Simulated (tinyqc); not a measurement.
# Depth and level of a trap from the time ratio

Problem. For an oxide trap tc/te = exp(E/Vt) with E = E0 - dpsi - (xt/tox)(Vg - VT - dpsi), dpsi being the rise of the surface potential above its value at threshold. Find xt and E0, and the depth that would be read if dpsi were ignored.

Inputs (values chosen for the exercise): temperature T = 250 K; insulator thickness tox = 8.4 nm.

Constants: q = 1.602176634e-19 C, kB = 1.380649e-23 J/K, Vt = kB T/q. Results are converted to the units shown.

Vg - VT (V): 0.25  0.4
tc/te: 1.9364873  0.31128193
dpsi (V): 0.056627656  0.067939577

Solution. E + dpsi is a straight line in the oxide voltage Vg - VT - dpsi with slope -xt/tox and intercept E0. Ignoring dpsi assigns the motion of the bands to the trap and overstates its depth.

xt = 1.70 nm
E0 = 0.110 eV
depth read without dpsi = 2.21 nm

tinyqc, about 0.01 s, one thread, Intel Xeon 2.30GHz (shared host): `OMP_NUM_THREADS=1 python tinyqc.py 2710068 2710069 out.jsonl`
